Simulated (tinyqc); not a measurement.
Worked calculation: velocity overshoot from momentum and energy balance equations after a field step. Computed by tinyqc, a small Python program that keeps every step. Command: `OMP_NUM_THREADS=1 python tinyqc.py 3020057 3020058 out.jsonl overshoot walk`. One thread of a shared host (Intel(R) Xeon(R) Processor @ 2.30GHz), about 0.04 s of CPU time with the checks. Intermediate numbers are printed to about 6 digits and carried at full precision; extremes and crossings named in words are read from the listed rows.

At t = 0 the field jumps from 0 to F in a uniform sample. v is the drift velocity and u = w - (3/2) k_B T the excess energy per carrier.

Inputs (values chosen for the exercise, modelled on electrons in GaN except for tau_E): effective mass m = 0.2 m_0; low-field mobility mu_0 = 1300 cm^2/(V s); saturation velocity v_s = 1.8 1e7 cm/s; energy relaxation time tau_E = 0.4 ps; field after the step F = 97 kV/cm; lattice temperature T = 300 K; time step dt = 1.9 fs.

Scheme: implicit in the damping.

Constants: m_0 = 9.1093837015e-31 kg; e = 1.602176634e-19 C; k_B = 8.617333262e-05 eV/K.

## Constants and steady state

dv/dt = e F/m - v/tau_m(u), du/dt = e F v - u/tau_E, tau_m(u) = tau_0/(1 + c u), tau_0 = m mu_0/e, c = mu_0/(e tau_E v_s^2); this choice gives the steady state v (1 + mu_0 F v/v_s^2) = mu_0 F, which saturates at v_s. Steady velocity v = 2 mu_0 F/(1 + sqrt(1 + 4 (mu_0 F/v_s)^2)); u = e F v tau_E; carrier temperature T + 2u/(3 k_B), neglecting the drift energy m v^2/2.

tau_0 = 147.826 fs

c = 10.0309 1/eV

acceleration e F/m = 0.0853028 1e7 cm/s per fs

steady velocity = 1.67611 1e7 cm/s

steady excess energy = 0.650330 eV

steady carrier temperature = 5331.18 K

tau_E/tau_0 = 2.71, and in the steady state tau_m has shrunk to 19.6 fs. Caution: the excess energy exceeds 0.5 eV, where non-parabolicity, upper valleys and impact ionisation matter.

## First four steps

dv/dt = e F/m - v/tau_m(u), du/dt = e F v - u/tau_E, tau_m(u) = tau_0/(1 + c u), tau_0 = m mu_0/e, c = mu_0/(e tau_E v_s^2); this choice gives the steady state v (1 + mu_0 F v/v_s^2) = mu_0 F, which saturates at v_s. Step: v_new = (v + dt e F/m)/(1 + dt/tau_m(u)), u_new = (u + dt e F v_new)/(1 + dt/tau_E). Start v = u = 0; the distance adds dt (v + v_new)/2.

Steps:
```
step  t (fs)  v (1e7 cm/s)      u (eV)  tau_m (fs)
1        1.9      0.160019  0.00029352     147.392
2        3.8      0.317995  0.00087543     146.540
3        5.7      0.473925  0.00174060     145.290
4        7.6      0.627791  0.00288392     143.670
```

## The whole transient

Run to 8 times the larger of tau_E and tau_0, but at most 20001 steps, and stop early if |v| > 1000 v_s or u < -1/(2c); the run is accepted if the last v is within 0.5 % of the steady value.

Selected steps, the peak among them:
```
step       t (fs)  v (1e7 cm/s)       u (eV)  distance (nm)
1     1.90000e+00       0.16002  2.93520e-04    1.52018e-02
3     5.70000e+00       0.47393  1.74060e-03    1.35845e-01
5     9.50000e+00       0.77956  4.30022e-03    3.74206e-01
9     1.71000e+01       1.36446  1.25891e-02    1.19111e+00
17    3.23000e+01       2.40842  4.05586e-02    4.08179e+00
30    5.70000e+01       3.61361  1.10489e-01    1.16619e+01
45    8.55000e+01       4.08936  2.08050e-01    2.28652e+01
54    1.02600e+02       3.98264  2.64938e-01    2.97979e+01
96    1.82400e+02       2.65200  4.45208e-01    5.61018e+01
171   3.24900e+02       1.94036  5.62715e-01    8.72184e+01
303   5.75700e+02       1.73909  6.26211e-01    1.32678e+02
537   1.02030e+03       1.68283  6.47651e-01    2.08304e+02
951   1.80690e+03       1.67625  6.50274e-01    3.40281e+02
1685  3.20150e+03       1.67611  6.50330e-01    5.74034e+02
```

peak velocity = 4.08936 1e7 cm/s

time of the peak = 85.5 fs

distance at the peak = 22.8652 nm

last relative deviation from the steady velocity = 9.10084e-08

peak over steady velocity = 2.43979

The velocity overshoots to 2.44 times its steady value: momentum follows the field within tau_m while the energy, and with it the scattering rate, builds up over tau_E. A channel shorter than a few times 23 nm would see this.

## Error of the time step

The peak velocity is recomputed with dt/2 and dt/4 and by an adaptive Runge-Kutta method (tolerance 1e-9).

Peak velocity:
```
step      v_peak (1e7 cm/s)  error (%)
dt                  4.08936  -0.228382
dt/2                4.09400  -0.115182
dt/4                4.09637  -0.057523
adaptive            4.09872   0.000000
```

The implicit scheme puts the peak 0.23 % too low; halving dt divides the error by 1.98, as a first-order method should.

Checks made by the program: peak at dt/4 against the adaptive solution (relative difference 6e-04).
